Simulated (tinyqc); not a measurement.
# Surface segregation during layer-by-layer epitaxy: two-layer exchange kinetics and the shape of quantum wells and delta layers, step by step

A worked calculation. Computed by tinyqc, a small Python program that keeps every step. Command: `OMP_NUM_THREADS=1 python tinyqc.py 3023547 3023548 out.jsonl mbeseg walk`. One thread of a shared host (Intel(R) Xeon(R) Processor @ 2.30GHz), about 0.01 s of CPU time with the checks. Intermediate numbers are printed to about 5 digits and carried at full precision; extremes and crossings named in words are read from the listed rows.

Atoms A and B exchange only between the growing layer and the one below it. B is supplied for N layers, then pure A follows.

Inputs (values chosen for the exercise, close to those used for antimony in silicon):
```
quantity                                   value      unit
barrier E1 for B to move up                 1.75        eV
segregation energy E_s                      0.62        eV
attempt frequency nu                          10       THz
growth rate G                               0.25  layers/s
share x0 of B in the flux during the well  0.086         -
layers in the well N                          10         -
layer thickness                             1.36  angstrom
temperature T                                290         C
```

Constants: k_B = 8.617333262e-05 eV/K.

## Exchange rates

p1 = nu exp(-E1/(k_B T)) (B up, A down), p2 = nu exp(-(E1 + E_s)/(k_B T)) (B down); time per layer tau = 1/G; K = p1/p2. Temperatures in kelvin are T(C) + 273.15. Dilute equilibrium share passed up per layer R_eq = K/(1 + K).

p1 = 0.0021817 1/s

p2 = 6.1694e-09 1/s

p1 tau = 0.0087266

K = 3.5363e+05

R_eq = 1.00000

Exchange is slow against growth: segregation is kinetically frozen.

## The second layer

Each layer is deposited complete with B share x_dep and then exchanges for the time tau = 1/G with the layer below, whose share is b (total c = s + b fixed): ds/dt = p1 b (1 - s) - p2 s (1 - b), s(0) = x_dep. With the roots s1 < s2 of the right side, (s - s1)/(s - s2) = [(s(0) - s1)/(s(0) - s2)] exp(-(p1 - p2)(s2 - s1) tau). The lower layer is then buried with c - s, and s becomes the b of the next layer. Layer 1 is deposited on pure A with share x0; with nothing to lift from below, take b = 0 and s(0) = x0 for it. Then layer 2 has x_dep = x0.

share in layer 1 after its exchange = 0.086000

root s1 for layer 2 = 0.17200

root s2 for layer 2 = 1.0000

share in layer 2 after its exchange = 0.086683

share buried in layer 1 = 0.085317

## Buried profile

In the dilute tail each layer passes up the share R = R_eq (1 - exp(-(p1 + p2) tau)); decay length = -layer thickness/ln R. Index 0 is the last layer of pure A below the well. Share of B outside the intended layers 1..N = 1 - (sum over 1..N)/(N x0).

Share of B:
```
layer  intended    buried
0         0.000  0.000000
1         0.086  0.085317
2         0.086  0.085995
3         0.086  0.086000
4         0.086  0.086000
5         0.086  0.086000
6         0.086  0.086000
7         0.086  0.086000
8         0.086  0.086000
9         0.086  0.086000
10        0.086  0.085936
11        0.000  0.000746
12        0.000  0.000006
13        0.000  0.000000
14        0.000  0.000000
15        0.000  0.000000
16        0.000  0.000000
20        0.000  0.000000
25        0.000  0.000000
35        0.000  0.000000
```

share passed up R = 0.0086887

decay length = 0.28657 angstrom

peak share (largest buried share) = 0.086

share of B outside the well = 8.7550e-04

The profile is close to the intended one. Caution: a decay length below one layer thickness is only formal. Caution: two-layer exchange with complete layers is a simplification that can understate segregation at low temperature; desorption, step-edge exchange and surfactants are left out.

## Kinetic against equilibrium segregation over temperature

R_eq = K/(1 + K).

Segregation:
```
T (C)      p1 tau     R_eq           R  decay length (angstrom)  peak share
170    5.0115e-07  1.00000  5.0115e-07               9.3752e-02    0.086000
210    2.2267e-05  1.00000  2.2267e-05               1.2696e-01    0.086000
250    5.5385e-04  1.00000  5.5370e-04               1.8136e-01    0.086000
290    8.7266e-03  1.00000  8.6887e-03               2.8657e-01    0.086000
330    9.5384e-02  0.99999  9.0976e-02               5.6734e-01    0.086000
370    7.7430e-01  0.99999  5.3897e-01               2.2003e+00    0.085890
410    4.9187e+00  0.99997  9.9267e-01               1.8475e+02    0.055660
450    2.5466e+01  0.99995  9.9995e-01               2.8474e+04    0.003606
```

The decay length grows in every row: exchange is still limited by its rate. p1 tau passes 1 between 370 and 410 C, below which sharp interfaces can be grown. Caution: decay lengths below one layer thickness are only formal.

Checks made by the program: closed form against integration of the exchange equation (relative difference below 1e-10); conservation of B (relative difference below 1e-10).
